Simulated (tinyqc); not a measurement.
## Ballistic Schottky-barrier transistor with a two-dimensional channel, WKB contacts: effect of the drain bias on the off state

Source Fermi level 0, drain Fermi level -Vd. Far from the contacts Ec = pn - psi, and the gate moves psi one to one; the band edges relax as exp(-x/lam) from pn at the source and pn - Vd at the drain; Ev = Ec - Eg. A carrier of energy w inside the channel band meets at a contact a barrier of height D (the contact edge beyond the channel edge): T = 1 for w >= D, else exp(-S), S = 4 lam sqrt(m/C) [sqrt(D - w) - sqrt(w) arctan sqrt((D - w)/w)], C = hbar^2/(2 m0). The two contacts combine as Ts Td/(Ts + Td - Ts Td).

I/W = g (2 q^2/h) int T(w) [N(Es + w) - N(Ed + w)] dw with w the energy of motion along the channel, N(y) = (1/2 pi) sqrt(pi m kB T/C) Fm(-y/kB T), Fm(x) = (1/sqrt(pi)) int_0^infinity u^(-1/2)/(1 + exp(u - x)) du. Electrons: Ds = psi, Dd = psi - Vd, Es = Ec, Ed = Ec + Vd. Holes: Ds = -psi, Dd = Vd - psi, Es = -Ev, Ed = -Ev - Vd. The size of each current is taken; both flow from drain to source and add. The integrals are converged. For each Vd, psi is set to the minimum of I.

Parameters, values chosen for the exercise; channel values close to those of a tungsten diselenide layer:
```
symbol,value,unit,meaning
T,350,K,temperature
Eg,1.4,eV,band gap
pn,0.65,eV,barrier for electrons at both contacts
mn,0.36,m0,electron mass
mp,0.38,m0,hole mass
g,2,,valleys or subbands
lam,1.2,nm,screening length at the contacts
```

Constants: q = 1.602176634e-19 C, kB = 1.380649e-23 J/K, hbar = 1.054571817e-34 J s, h = 6.62607015e-34 J s, m0 = 9.1093837015e-31 kg, Vt = kB T/q, hbar^2/(2 m0) = 0.0380998212 eV nm^2. Results are converted to the units shown.

Effect of the drain bias on the off state:
```
Vd (V)  psi at the minimum (V)  smallest I (uA/um)
0.05                    -0.056             1.12e-7
0.21                     0.019             9.84e-7
0.37                     0.105             4.90e-6
0.53                     0.189             2.58e-5
0.68                     0.266             1.32e-4
0.84                     0.348             8.12e-4
1                        0.429             0.00528
```

What does the comparison show?

The smallest current rises from 1.12e-7 to 0.00528 uA/um, 5.08 decades a volt between the last two rows, and the minimum moves by 0.51 V a volt over the table: a larger Vd lets holes enter from the drain while electrons still enter from the source.

Range of the model: No scattering, image-force lowering, channel charge or band-to-band tunnelling; parabolic kappa overstates S deep in the gap.

Program tinyqc, `OMP_NUM_THREADS=1 python tinyqc.py 2390054 2390055 out.jsonl`; Intel Xeon 2.30GHz, shared host, one thread, about 0.4 s.
